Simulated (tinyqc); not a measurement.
Contact resistivity and sheet resistance from two contact lengths.

Problem. Rc = [sqrt(rc Rsh)/Wc] coth(Lc/(2 LT)), LT = sqrt(rc/Rsh), Wc = 81 nm; the second contact is twice as long as the first. Find LT, rc and Rsh.

Rc for Lc = 28 and 56 nm (ohm): [79.9412750, 58.7823940]

Solution. With t = tanh(Lc/(2 LT)) for the shorter contact, the resistance of the longer over that of the shorter is (1 + t^2)/2. Then sqrt(rc Rsh) = Rc t Wc, and rc and Rsh follow by multiplying and dividing by LT.

LT = 16.7 nm
rc = 7.40e-10 ohm cm^2
Rsh = 267 ohm

tinyqc, about 0.03 s, one thread, Intel Xeon 2.30GHz (shared host): `OMP_NUM_THREADS=1 python tinyqc.py 2170034 2170035 out.jsonl`
